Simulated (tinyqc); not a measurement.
Mobility of a non-polar semiconductor in the relaxation-time approximation: one step, computed by the program tinyqc. Command: `OMP_NUM_THREADS=1 python tinyqc.py 3002036 3002037 out.jsonl rta walk`. One thread of a shared host (Intel(R) Xeon(R) Processor @ 2.30GHz), about 0.01 s of CPU time with the checks.

Each valley is treated as a sphere of mass m_d for states and rates, with one isotropic relaxation time; the conductivity mass m_c sets the current.

Question. Fermi level and screening. Kane band: hbar^2 k^2/(2 m) = E (1 + alpha E), speed v = hbar k/(m (1 + 2 alpha E)), states per spin, volume and energy g(E) = m k (1 + 2 alpha E)/(2 pi^2 hbar^2); overlap factors are set to 1. Here m = m_d. Masses are multiplied by m_0 and all formulas are in SI units. The reduced Fermi level eta = E_F/(k_B T) solves n = 2 Z int g f dE with f = 1/(1 + exp(x - eta)) (Z = 1 unless valleys are given); screening length L_s = sqrt(eps_s eps_0 k_B T/(e^2 dn/deta)), dn/deta = 2 Z int g f (1 - f) dE. Integrals over x = E/(k_B T) use 160 Gauss-Legendre points in u = sqrt(x) from 0 to sqrt(max(eta, 0) + 32).

Inputs (values chosen for the exercise, modelled on holes in germanium): equivalent valleys Z = 1; non-parabolicity alpha = 0.3 1/eV; static permittivity eps_s = 16; carrier density n = 6.7e+16 1/cm^3; temperature T = 300 K.

Band: Kane. Impurity formula: Brooks-Herring. Further scattering: none.

density-of-states mass m_d = 0.298 m_0

Constants: k_B = 8.617333262e-05 eV/K; m_0 = 9.1093837015e-31 kg; e = 1.602176634e-19 C; hbar = 1.054571817e-34 J s; eps_0 = 8.8541878128e-12 F/m; k_B = 1.380649e-23 J/K.

Give: reduced Fermi level eta; screening length L_s.

Answer.

reduced Fermi level eta = -4.133

screening length L_s = 18.52 nm

The gas is non-degenerate (eta < -2), and L_s is close to the Debye length.
